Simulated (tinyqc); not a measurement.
G0W0 on RHF in the sto-3g basis, for BeH2, spin multiplicity 1, step by step (part 1 of 2). Computed by tinyqc, a small Python program that keeps every step (integrals from PySCF). Settings: charge = 0, multiplicity = 1, basis = sto-3g, method = RHF, energy threshold = 1e-10, iteration cap = 77, orthogonalisation = symmetric, start = Wolfsberg-Helmholz matrix, DIIS depth = 6. Command: `OMP_NUM_THREADS=1 python tinyqc.py 28487 28488 out.jsonl` (the two numbers bound the seeds that draw the settings). One thread of a shared host (Intel(R) Xeon(R) Processor @ 2.60GHz), about 0.08 s of CPU time with the checks. The early iterations of the SCF are left out here.

## One-electron integrals

Geometry (angstrom):
```
atom         x          y         z
Be    0.000000   0.000000  0.000000
H     0.000000   1.294000  0.000000
H     0.000000  -1.295000  0.000000
```

Basis sto-3g: exponents (1/bohr^2) and contraction coefficients of normalised primitives:
```
element  l (shell)   exponent  coefficient
Be           s (1)  30.167871     0.154329
Be           s (1)   5.495115     0.535328
Be           s (1)   1.487193     0.444635
Be           s (2)   1.314833    -0.099967
Be           s (2)   0.305539     0.399513
Be           s (2)   0.099371     0.700115
Be           p (3)   1.314833     0.155916
Be           p (3)   0.305539     0.607684
Be           p (3)   0.099371     0.391957
H            s (1)   3.425251     0.154329
H            s (1)   0.623914     0.535328
H            s (1)   0.168855     0.444635
```

Overlap, kinetic and nuclear-attraction integrals over the contracted functions; the nuclear repulsion is the sum of Za Zb / Rab.

nuclear repulsion = 3.47470601 hartree

overlap S, order 1Be 1s, 1Be 2s, 1Be 2px, 1Be 2py, 1Be 2pz, 2H 1s, 3H 1s:
$$\begin{pmatrix}
1.000000 & 0.259517 & 0.000000 & 0.000000 & 0.000000 & 0.076921 & 0.076751 \\
0.259517 & 1.000000 & 0.000000 & 0.000000 & 0.000000 & 0.478678 & 0.478269 \\
0.000000 & 0.000000 & 1.000000 & 0.000000 & 0.000000 & 0.000000 & 0.000000 \\
0.000000 & 0.000000 & 0.000000 & 1.000000 & 0.000000 & 0.538406 & -0.538144 \\
0.000000 & 0.000000 & 0.000000 & 0.000000 & 1.000000 & 0.000000 & 0.000000 \\
0.076921 & 0.478678 & 0.000000 & 0.538406 & 0.000000 & 1.000000 & 0.041824 \\
0.076751 & 0.478269 & 0.000000 & -0.538144 & 0.000000 & 0.041824 & 1.000000
\end{pmatrix}$$

kinetic energy T (hartree), order 1Be 1s, 1Be 2s, 1Be 2px, 1Be 2py, 1Be 2pz, 2H 1s, 3H 1s:
$$\begin{pmatrix}
6.693975 & -0.033012 & 0.000000 & 0.000000 & 0.000000 & -0.016694 & -0.016692 \\
-0.033012 & 0.211111 & 0.000000 & 0.000000 & 0.000000 & 0.076452 & 0.076288 \\
0.000000 & 0.000000 & 0.660592 & 0.000000 & 0.000000 & 0.000000 & 0.000000 \\
0.000000 & 0.000000 & 0.000000 & 0.660592 & 0.000000 & 0.209621 & -0.209276 \\
0.000000 & 0.000000 & 0.000000 & 0.000000 & 0.660592 & 0.000000 & 0.000000 \\
-0.016694 & 0.076452 & 0.000000 & 0.209621 & 0.000000 & 0.760032 & -0.010073 \\
-0.016692 & 0.076288 & 0.000000 & -0.209276 & 0.000000 & -0.010073 & 0.760032
\end{pmatrix}$$

nuclear attraction V (hartree), order 1Be 1s, 1Be 2s, 1Be 2px, 1Be 2py, 1Be 2pz, 2H 1s, 3H 1s:
$$\begin{pmatrix}
-15.378670 & -2.111420 & 0.000000 & -0.000030 & 0.000000 & -0.626410 & -0.624986 \\
-2.111420 & -3.070541 & 0.000000 & -0.000122 & 0.000000 & -1.445732 & -1.444030 \\
0.000000 & 0.000000 & -2.971008 & 0.000000 & 0.000000 & 0.000000 & 0.000000 \\
-0.000030 & -0.000122 & 0.000000 & -3.214582 & 0.000000 & -1.591742 & 1.590384 \\
0.000000 & 0.000000 & 0.000000 & 0.000000 & -2.971008 & 0.000000 & 0.000000 \\
-0.626410 & -1.445732 & 0.000000 & -1.591742 & 0.000000 & -3.051162 & -0.147130 \\
-0.624986 & -1.444030 & 0.000000 & 1.590384 & 0.000000 & -0.147130 & -3.049974
\end{pmatrix}$$

core Hamiltonian H = T + V (hartree), order 1Be 1s, 1Be 2s, 1Be 2px, 1Be 2py, 1Be 2pz, 2H 1s, 3H 1s:
$$\begin{pmatrix}
-8.684695 & -2.144432 & 0.000000 & -0.000030 & 0.000000 & -0.643104 & -0.641678 \\
-2.144432 & -2.859430 & 0.000000 & -0.000122 & 0.000000 & -1.369280 & -1.367741 \\
0.000000 & 0.000000 & -2.310416 & 0.000000 & 0.000000 & 0.000000 & 0.000000 \\
-0.000030 & -0.000122 & 0.000000 & -2.553990 & 0.000000 & -1.382120 & 1.381109 \\
0.000000 & 0.000000 & 0.000000 & 0.000000 & -2.310416 & 0.000000 & 0.000000 \\
-0.643104 & -1.369280 & 0.000000 & -1.382120 & 0.000000 & -2.291130 & -0.157203 \\
-0.641678 & -1.367741 & 0.000000 & 1.381109 & 0.000000 & -0.157203 & -2.289942
\end{pmatrix}$$

## Two-electron integrals

Functions are numbered as in S; the eight-fold symmetry (ij|kl) = (ji|kl) = (kl|ij) leaves the list below.

Two-electron integrals (ij|kl) in chemists' order, unique and non-zero (hartree):
```
(11|11) 2.298831    (21|11) 0.392036    (21|21) 0.079539    (22|11) 0.570988
(22|21) 0.143041    (22|22) 0.417683    (31|31) 0.014607    (32|31) 0.021888
(32|32) 0.092265    (33|11) 0.569578    (33|21) 0.143083    (33|22) 0.417589
(33|33) 0.449859    (41|41) 0.014607    (42|41) 0.021888    (42|42) 0.092265
(43|43) 0.024249    (44|11) 0.569578    (44|21) 0.143083    (44|22) 0.417589
(44|33) 0.401360    (44|44) 0.449859    (51|51) 0.014607    (52|51) 0.021888
(52|52) 0.092265    (53|53) 0.024249    (54|54) 0.024249    (55|11) 0.569578
(55|21) 0.143083    (55|22) 0.417589    (55|33) 0.401360    (55|44) 0.401360
(55|55) 0.449859    (61|11) 0.115257    (61|21) 0.023352    (61|22) 0.042248
(61|33) 0.041936    (61|41) 0.002112    (61|42) 0.003918    (61|44) 0.042893
(61|55) 0.041936    (61|61) 0.007204    (62|11) 0.240327    (62|21) 0.060876
(62|22) 0.189009    (62|33) 0.182323    (62|41) 0.008017    (62|42) 0.045901
(62|44) 0.202212    (62|55) 0.182323    (62|61) 0.019718    (62|62) 0.119977
(63|31) 0.006063    (63|32) 0.027110    (63|43) 0.008306    (63|63) 0.012198
(64|11) 0.244568    (64|21) 0.062786    (64|22) 0.204635    (64|33) 0.192573
(64|41) 0.013211    (64|42) 0.072085    (64|44) 0.228545    (64|55) 0.192573
(64|61) 0.021434    (64|62) 0.148774    (64|64) 0.192406    (65|51) 0.006063
(65|52) 0.027110    (65|54) 0.008306    (65|65) 0.012198    (66|11) 0.404329
(66|21) 0.104357    (66|22) 0.359362    (66|33) 0.333369    (66|41) 0.017456
(66|42) 0.123795    (66|44) 0.411038    (66|55) 0.333369    (66|61) 0.035001
(66|62) 0.280662    (66|64) 0.371875    (66|66) 0.774606    (71|11) 0.114998
(71|21) 0.023299    (71|22) 0.042154    (71|33) 0.041843    (71|41) -0.002107
(71|42) -0.003909   (71|44) 0.042798    (71|55) 0.041843    (71|61) 0.006541
(71|62) 0.016598    (71|64) 0.016361    (71|66) 0.027903    (71|71) 0.007172
(72|11) 0.240022    (72|21) 0.060800    (72|22) 0.188804    (72|33) 0.182122
(72|41) -0.008007   (72|42) -0.045864   (72|44) 0.201999    (72|55) 0.182122
(72|61) 0.016614    (72|62) 0.066877    (72|64) 0.064860    (72|66) 0.117045
(72|71) 0.019650    (72|72) 0.119759    (73|31) 0.006053    (73|32) 0.027070
(73|43) -0.008297   (73|63) 0.005629    (73|73) 0.012168    (74|11) -0.244345
(74|21) -0.062730   (74|22) -0.204483   (74|33) -0.192429   (74|41) 0.013193
(74|42) 0.072022    (74|44) -0.228378   (74|55) -0.192429   (74|61) -0.016384
(74|62) -0.064891   (74|64) -0.059348   (74|66) -0.110553   (74|71) -0.021366
(74|72) -0.148549   (74|74) 0.192159    (75|51) 0.006053    (75|52) 0.027070
(75|54) -0.008297   (75|65) 0.005629    (75|75) 0.012168    (76|11) 0.026781
(76|21) 0.006611    (76|22) 0.018488    (76|33) 0.018183    (76|41) -2.77e-07
(76|42) -2.15e-06   (76|44) 0.019090    (76|55) 0.018183    (76|61) 0.001962
(76|62) 0.008586    (76|64) 0.009454    (76|66) 0.016783    (76|71) 0.001958
(76|72) 0.008579    (76|74) -0.009451   (76|76) 0.000835    (77|11) 0.404035
(77|21) 0.104283    (77|22) 0.359196    (77|33) 0.333212    (77|41) -0.017435
(77|42) -0.123738   (77|44) 0.410855    (77|55) 0.333212    (77|61) 0.027947
(77|62) 0.117126    (77|64) 0.110577    (77|66) 0.204327    (77|71) 0.034897
(77|72) 0.280381    (77|74) -0.371601   (77|76) 0.016783    (77|77) 0.774606
```

## Orthogonalisation

S = U s U^T; symmetric (Loewdin) form X = U s^(-1/2) U^T, so that X^T S X = 1.

eigenvalues of S: [0.217565, 0.324385, 0.933282, 1.000000, 1.000000, 1.740609, 1.784159]

X, order 1Be 1s, 1Be 2s, 1Be 2px, 1Be 2py, 1Be 2pz, 2H 1s, 3H 1s:
$$\begin{pmatrix}
1.028235 & -0.152731 & 0.000000 & 0.000014 & 0.000000 & 0.016026 & 0.016078 \\
-0.152731 & 1.287013 & 0.000000 & 0.000391 & 0.000000 & -0.337403 & -0.336715 \\
0.000000 & 0.000000 & 1.000000 & 0.000000 & 0.000000 & 0.000000 & 0.000000 \\
0.000014 & 0.000391 & 0.000000 & 1.431905 & 0.000000 & -0.490093 & 0.489545 \\
0.000000 & 0.000000 & 0.000000 & 0.000000 & 1.000000 & 0.000000 & 0.000000 \\
0.016026 & -0.337403 & 0.000000 & -0.490093 & 0.000000 & 1.347520 & -0.122823 \\
0.016078 & -0.336715 & 0.000000 & 0.489545 & 0.000000 & -0.122823 & 1.346762
\end{pmatrix}$$

## Starting guess

The start is the generalised Wolfsberg-Helmholz matrix (K = 1.75) built on H; D = 2 C_occ C_occ^T.

D at the start, order 1Be 1s, 1Be 2s, 1Be 2px, 1Be 2py, 1Be 2pz, 2H 1s, 3H 1s:
$$\begin{pmatrix}
2.055346 & -0.145588 & 0.000000 & -0.000011 & 0.000000 & -0.214925 & -0.214898 \\
-0.145588 & 0.630554 & 0.000000 & -0.000291 & 0.000000 & 0.431631 & 0.431754 \\
0.000000 & 0.000000 & 0.000000 & 0.000000 & 0.000000 & 0.000000 & 0.000000 \\
-0.000011 & -0.000291 & 0.000000 & 0.684904 & 0.000000 & 0.401377 & -0.401434 \\
0.000000 & 0.000000 & 0.000000 & 0.000000 & 0.000000 & 0.000000 & 0.000000 \\
-0.214925 & 0.431631 & 0.000000 & 0.401377 & 0.000000 & 0.537484 & 0.066862 \\
-0.214898 & 0.431754 & 0.000000 & -0.401434 & 0.000000 & 0.066862 & 0.537256
\end{pmatrix}$$

## Iteration 5 (converged): orbitals

converged F (hartree), order 1Be 1s, 1Be 2s, 1Be 2px, 1Be 2py, 1Be 2pz, 2H 1s, 3H 1s:
$$\begin{pmatrix}
-4.514817 & -1.287984 & 0.000000 & -0.000008 & 0.000000 & -0.392269 & -0.391414 \\
-1.287984 & -0.641177 & 0.000000 & -0.000156 & 0.000000 & -0.435220 & -0.434809 \\
0.000000 & 0.000000 & 0.210893 & 0.000000 & 0.000000 & 0.000000 & 0.000000 \\
-0.000008 & -0.000156 & 0.000000 & -0.255601 & 0.000000 & -0.340065 & 0.339926 \\
0.000000 & 0.000000 & 0.000000 & 0.000000 & 0.210893 & 0.000000 & 0.000000 \\
-0.392269 & -0.435220 & 0.000000 & -0.340065 & 0.000000 & -0.333571 & -0.059599 \\
-0.391414 & -0.434809 & 0.000000 & 0.339926 & 0.000000 & -0.059599 & -0.333092
\end{pmatrix}$$

Diagonalise F' = X^T F X, C = X C', fill 3 alpha and 3 beta electrons from the bottom; D = 2 C_occ C_occ^T. Each column has its largest component positive (the first on a tie).

F' = X^T F X (hartree):
$$\begin{pmatrix}
-4.405590 & -0.684428 & 0.000000 & 0.000081 & 0.000000 & -0.073345 & -0.072939 \\
-0.684428 & -0.076146 & 0.000000 & 0.000187 & 0.000000 & -0.348569 & -0.348115 \\
0.000000 & 0.000000 & 0.210893 & 0.000000 & 0.000000 & 0.000000 & 0.000000 \\
0.000081 & 0.000187 & 0.000000 & 0.298434 & 0.000000 & -0.502588 & 0.502253 \\
0.000000 & 0.000000 & 0.000000 & 0.000000 & 0.210893 & 0.000000 & 0.000000 \\
-0.073345 & -0.348569 & 0.000000 & -0.502588 & 0.000000 & 0.121734 & -0.143471 \\
-0.072939 & -0.348115 & 0.000000 & 0.502253 & 0.000000 & -0.143471 & 0.121484
\end{pmatrix}$$

orbital energies (hartree): MO1 -4.518285, MO2 -0.463901, MO3 -0.428968, MO4 0.210893, MO5 0.210893, MO6 0.478588, MO7 0.992483

coefficients C, order 1Be 1s, 1Be 2s, 1Be 2px, 1Be 2py, 1Be 2pz, 2H 1s, 3H 1s:
$$\begin{pmatrix}
0.991749 & -0.227475 & 0.000605 & 0.000000 & 0.000000 & -0.214006 & -0.000085 \\
0.031663 & 0.548007 & -0.001664 & 0.000000 & 0.000000 & 1.267133 & 0.001647 \\
0.000000 & 0.000000 & 0.000000 & -0.423146 & 0.906061 & 0.000000 & 0.000000 \\
-0.000002 & 0.001432 & 0.505026 & 0.000000 & 0.000000 & -0.000666 & 1.508358 \\
0.000000 & 0.000000 & 0.000000 & 0.906061 & 0.423146 & 0.000000 & 0.000000 \\
-0.002397 & 0.396478 & 0.400130 & 0.000000 & 0.000000 & -0.840432 & -1.077754 \\
-0.002410 & 0.394179 & -0.402444 & 0.000000 & 0.000000 & -0.841294 & 1.075650
\end{pmatrix}$$

D after iteration 5, order 1Be 1s, 1Be 2s, 1Be 2px, 1Be 2py, 1Be 2pz, 2H 1s, 3H 1s:
$$\begin{pmatrix}
2.070621 & -0.186515 & 0.000000 & -0.000045 & 0.000000 & -0.184649 & -0.184598 \\
-0.186515 & 0.602634 & 0.000000 & -0.000112 & 0.000000 & 0.433063 & 0.433213 \\
0.000000 & 0.000000 & 0.000000 & 0.000000 & 0.000000 & 0.000000 & 0.000000 \\
-0.000045 & -0.000112 & 0.000000 & 0.510106 & 0.000000 & 0.405287 & -0.405361 \\
0.000000 & 0.000000 & 0.000000 & 0.000000 & 0.000000 & 0.000000 & 0.000000 \\
-0.184649 & 0.433063 & 0.000000 & 0.405287 & 0.000000 & 0.634610 & -0.009481 \\
-0.184598 & 0.433213 & 0.000000 & -0.405361 & 0.000000 & -0.009481 & 0.634689
\end{pmatrix}$$

Within a degenerate level the vectors are fixed only up to a rotation; this is one choice.

## Convergence

Stop when the energy changes by less than 1e-10 hartree and every element of the error matrix X^T (F D S - S D F) X is below 3e-06.

Course of the cycle:
```
iteration   E (hartree)     change  largest element of the error matrix
1          -15.55079070          -                             1.24e-01
2          -15.56116145  -1.04e-02                             1.27e-02
3          -15.56133725  -1.76e-04                             1.03e-03
4          -15.56133940  -2.15e-06                             3.68e-06
5          -15.56133940  -4.92e-12                             1.28e-07
```

PySCF RHF in the same basis = -15.56133940 hartree

Converged in 5 iterations.

## Populations, bond orders and dipole

Mulliken: Z minus the diagonal of D S on the atom; Loewdin: the same with S^(1/2) D S^(1/2); Mayer order: 2 sum_s sum (D(s) S)_ij (D(s) S)_ji over the two atoms.

Charges (e):
```
atom   Mulliken    Loewdin
1Be    0.090976   0.071781
2H    -0.045517  -0.035902
3H    -0.045459  -0.035879
```

Mayer bond orders:
```
pair     order
2-1   0.997863
3-1   0.997869
3-2   0.000065
```

dipole moment about the origin, x y z (debye): [0.000000, 0.000088, 0.000000]

## Integrals over molecular orbitals

(pq|rs) = sum C_ip C_jq C_kr C_ls (ij|kl), one index at a time.

one-electron integrals over orbitals h = C^T H C (hartree):
$$\begin{pmatrix}
-8.672994 & 0.229183 & -0.000622 & 0.000000 & 0.000000 & 0.190248 & 0.000050 \\
0.229183 & -2.493420 & -0.000226 & 0.000000 & 0.000000 & -0.158317 & -0.000672 \\
-0.000622 & -0.000226 & -2.458478 & 0.000000 & 0.000000 & 0.000856 & -0.272043 \\
0.000000 & 0.000000 & 0.000000 & -2.310416 & 0.000000 & 0.000000 & 0.000000 \\
0.000000 & 0.000000 & 0.000000 & 0.000000 & -2.310416 & 0.000000 & 0.000000 \\
0.190248 & -0.158317 & 0.000856 & 0.000000 & 0.000000 & -1.917125 & 0.000113 \\
0.000050 & -0.000672 & -0.272043 & 0.000000 & 0.000000 & 0.000113 & -1.781727
\end{pmatrix}$$

Two-electron integrals over orbitals (pq|rs), unique and non-zero (hartree):
```
(11|11) 2.271457    (21|11) -0.201592   (21|21) 0.027438    (22|11) 0.493666
(22|21) -0.006963   (22|22) 0.402633    (31|11) 0.000535    (31|21) -0.000054
(31|22) 0.000108    (31|31) 0.006236    (32|11) 2.01e-06    (32|21) 0.000056
(32|22) 0.001025    (32|31) 0.014806    (32|32) 0.165124    (33|11) 0.464797
(33|21) -0.002911   (33|22) 0.416058    (33|31) -0.000073   (33|32) -0.000857
(33|33) 0.439159    (41|41) 0.015768    (42|41) 0.015374    (42|42) 0.049871
(43|41) -0.000043   (43|42) -0.000094   (43|43) 0.015025    (44|11) 0.569171
(44|21) -0.008210   (44|22) 0.371911    (44|31) 0.000021    (44|32) 0.000007
(44|33) 0.359904    (44|44) 0.449859    (51|51) 0.015768    (52|51) 0.015374
(52|52) 0.049871    (53|51) -0.000043   (53|52) -0.000094   (53|53) 0.015025
(54|54) 0.024249    (55|11) 0.569171    (55|21) -0.008210   (55|22) 0.371911
(55|31) 0.000021    (55|32) 0.000007    (55|33) 0.359904    (55|44) 0.401360
(55|55) 0.449859    (61|11) -0.177656   (61|21) 0.024865    (61|22) -0.006918
(61|31) -0.000074   (61|32) -0.000013   (61|33) -0.004312   (61|44) -0.004509
(61|55) -0.004509   (61|61) 0.022807    (62|11) 0.106366    (62|21) -0.006750
(62|22) -0.026532   (62|31) 1.58e-06    (62|32) -0.000308   (62|33) -0.049213
(62|44) 0.049571    (62|55) 0.049571    (62|61) -0.003642   (62|62) 0.076929
(63|11) -0.000460   (63|21) 0.000012    (63|22) -0.000498   (63|31) -0.003119
(63|32) -0.095409   (63|33) 0.000678    (63|44) -0.000221   (63|55) -0.000221
(63|61) 0.000016    (63|62) -0.000080   (63|63) 0.083237    (64|41) 0.016327
(64|42) 0.047529    (64|43) -0.000145   (64|64) 0.051033    (65|51) 0.016327
(65|52) 0.047529    (65|53) -0.000145   (65|65) 0.051033    (66|11) 0.477739
(66|21) -0.006503   (66|22) 0.400300    (66|31) 4.05e-06    (66|32) -0.000136
(66|33) 0.411304    (66|44) 0.369526    (66|55) 0.369526    (66|61) -0.005877
(66|62) -0.036472   (66|63) 0.000228    (66|66) 0.414593    (71|11) -0.000070
(71|21) 0.000045    (71|22) 0.000122    (71|31) 0.011534    (71|32) 0.020897
(71|33) -0.000119   (71|44) 3.66e-07    (71|55) 3.66e-07    (71|61) -0.000006
(71|62) -0.000017   (71|63) -0.002520   (71|66) -0.000023   (71|71) 0.021840
(72|11) 0.000400    (72|21) -0.000009   (72|22) -0.000333   (72|31) 0.003266
(72|32) -0.045279   (72|33) 0.000127    (72|44) 0.000163    (72|55) 0.000163
(72|61) -0.000014   (72|62) 0.000392    (72|63) 0.061127    (72|66) -0.000057
(72|71) 0.007087    (72|72) 0.056541    (73|11) 0.137555    (73|21) -0.005303
(73|22) -0.007274   (73|31) -0.000005   (73|32) 2.67e-06    (73|33) -0.022265
(73|44) 0.057131    (73|55) 0.057131    (73|61) -0.003183   (73|62) 0.072167
(73|63) -0.000387   (73|66) -0.027867   (73|71) -0.000033   (73|72) 0.000149
(73|73) 0.081672    (74|41) 0.000012    (74|42) 0.000077    (74|43) 0.013830
(74|64) 0.000027    (74|74) 0.016442    (75|51) 0.000012    (75|52) 0.000077
(75|53) 0.013830    (75|65) 0.000027    (75|75) 0.016442    (76|11) -0.000048
(76|21) 0.000040    (76|22) 0.000826    (76|31) 0.011560    (76|32) 0.143228
(76|33) -0.000835   (76|44) 0.000010    (76|55) 0.000010    (76|61) -0.000012
(76|62) -0.000239   (76|63) -0.096252   (76|66) -0.000188   (76|71) 0.016368
(76|72) -0.057198   (76|73) 0.000067    (76|76) 0.141437    (77|11) 0.582294
(77|21) -0.009324   (77|22) 0.432883    (77|31) 0.000036    (77|32) 0.000262
(77|33) 0.451955    (77|44) 0.393226    (77|55) 0.393226    (77|61) -0.008976
(77|62) -0.040029   (77|63) -0.000043   (77|66) 0.440059    (77|71) 0.000006
(77|72) -0.000201   (77|73) -0.014142   (77|76) 0.000162    (77|77) 0.494668
```
